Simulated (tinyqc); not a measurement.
Critical temperature from a phonon spectrum: McMillan, Allen-Dynes and the linearised Eliashberg equation: one step, computed by the program tinyqc.

alpha^2 F(omega) = sum_i (lambda_i omega_i/2) delta(omega - omega_i), so that lambda = 2 int alpha^2 F/omega d omega = sum_i lambda_i.

Question. The small kernel at the trial temperature. Linearised Eliashberg equation at omega_n = (2n + 1) pi k_B T, n = 0..N-1: lambda(j) = sum_i lambda_i omega_i^2/(omega_i^2 + (2 pi j k_B T)^2); K_mn = lambda(m - n) + lambda(m + n + 1) - 2 mu*(N) - delta_mn [2m + 1 + lambda(0) + 2 sum_(j=1..m) lambda(j)], with 1/mu*(N) = 1/mu* + ln(omega_rms/omega_N), omega_N = (2N + 1) pi k_B T. T_c is where the largest eigenvalue rho of K is zero.

Inputs (values chosen for the exercise, for a model metal):
```
quantity                                value  unit
peak energy omega_1                      56.6   meV
coupling lambda_1                       0.652     -
peak energy omega_2                      96.1   meV
coupling lambda_2                       0.718     -
Coulomb pseudopotential mu*              0.13     -
trial temperature                         115     K
Matsubara points N in the small matrix      6     -
```

Peaks in alpha^2 F: two.

omega_rms = 79.77890 meV

Constants: k_B = 8.617333262e-05 eV/K.

Give: lambda(j), j = 0, 1, ...; mu*(N); K.

Answer.

lambda(j), j = 0, 1, ...: 1.370  0.801  0.380  0.205  0.125  0.083  0.059  0.044  0.034  0.027  0.022  0.018

mu*(N) = 0.1648

K, lower triangle (symmetric):
```
       1      2      3       4       5       6
1  -0.53
2   0.85  -4.73
3   0.26   0.60  -7.61
4   0.00   0.13   0.53  -10.06
5  -0.12  -0.07   0.09    0.51  -12.32
6  -0.19  -0.16  -0.09    0.08    0.49  -14.50
```
